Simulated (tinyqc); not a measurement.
Worked calculation: tight binding, honeycomb lattice. One step of it, computed by the program tinyqc.

Question. Bloch Hamiltonian at k. H_AB = -t1 (1 + exp(-i k.a1) + exp(-i k.a2)); H_AA = delta - 2 t2 sum cos(k.b + phi), H_BB = -delta - 2 t2 sum cos(k.b - phi), b = a1, a2 - a1, -a2.

Parameters chosen for this model:
```
parameter     value                        unit
t1         1.020000                 eV, nearest
t2                0       eV, second neighbours
phi        1.570000  rad, phase of t2 (Haldane)
delta      2.030000          eV, +/- on A and B
```

k point k (fractions of the reciprocal vectors): [0.210000, -0.490000]

Give: H(k) at k.

Answer.

H(k) at k (eV), order A, B:
$$\begin{pmatrix}
2.0300 & -0.2557+0.9239i \\
-0.2557-0.9239i & -2.0300
\end{pmatrix}$$
